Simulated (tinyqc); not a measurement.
Thermal displacements in the Debye model: Debye-Waller factors, bond-length spread and the Lindemann rule: one step, computed by the program tinyqc. Command: `OMP_NUM_THREADS=1 python tinyqc.py 3011785 3011786 out.jsonl debyewaller walk`. One thread of a shared host (Intel(R) Xeon(R) Processor @ 2.30GHz), about 0.01 s of CPU time with the checks.

A Debye spectrum with three branches of one velocity, cut at k_B Theta; 4 atoms per cube, nearest neighbours at d = 0.707107 a.

Task: Lindemann melting temperature. <u_x^2> = (3 hbar^2/(2 M k_B Theta)) int_0^1 s coth(s Theta/(2T)) ds (64 Gauss-Legendre points); it tends to 3 hbar^2/(4 M k_B Theta) at T = 0 and to 3 hbar^2 T/(M k_B Theta^2) at high T. Melting is placed where sqrt(3 <u_x^2>) = x_L d; the classical form gives T_m = M k_B Theta^2 (x_L d)^2/(9 hbar^2).

Inputs (values chosen for the exercise, modelled on nickel):
```
quantity                 value      unit
atomic mass M            58.69         u
Debye temperature Theta    390         K
lattice constant a       3.524  angstrom
temperature T              300         K
Lindemann ratio x_L       0.11         -
```

Structure: fcc.

<u_x^2> = 0.005116497 angstrom^2

Constants: hbar^2/u = 4.18015928e-03 eV angstrom^2; k_B = 8.617333262e-05 eV/K.

Give: Lindemann T_m; classical T_m; ratio sqrt(3 <u_x^2>)/d at T.

Result:

Lindemann T_m = 1533 K

classical T_m = 1536 K

ratio sqrt(3 <u_x^2>)/d at T = 0.04972

The rule is empirical: x_L is fitted within a family of like crystals, and T_m goes as its square.
